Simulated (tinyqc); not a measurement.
# Trap density from one capacitance

Inverse problem. Traps spread evenly through the insulator exchange electrons with the semiconductor by tunnelling, with tau(x) = t0 exp(2 ka x) at depth x from the interface. The admittance per area Y seen at depth x obeys dY/dx = -Y^2/(i w eps0 eox) + q Nb ln(1 + i w tau)/tau, with Y(0) = i w Cs and w = 2 pi f; the gate sees Y(tox) = G + i w C. Working variable y = Y/(i w), in uF/cm^2. Cox = eps0 eox/tox. Find Nb and G/w.

Inputs (values chosen for the exercise): relative permittivity of the insulator eox = 8.42; insulator thickness tox = 11 nm; semiconductor capacitance in accumulation Cs = 1.1 uF/cm^2; decay constant of the wave function in the insulator ka = 5.3 1/nm; time constant of a trap at the interface t0 = 2e-11 s; frequency f = 100 Hz.

Constants: q = 1.602176634e-19 C, eps0 = 8.8541878128e-14 F/cm where lengths are in cm. Results are converted to the units shown.

C = 0.44972100 uF/cm^2

Answer. C rises steadily with Nb, so one density matches; in practice ka and t0 must come from the frequency dependence.

Nb = 6.10e18 cm^-3 eV^-1
G/w = 0.00288 uF/cm^2

Computed by the program tinyqc: `OMP_NUM_THREADS=1 python tinyqc.py 2202116 2202117 out.jsonl`, one thread of a shared Intel Xeon 2.30GHz, about 0.6 s for the whole run.
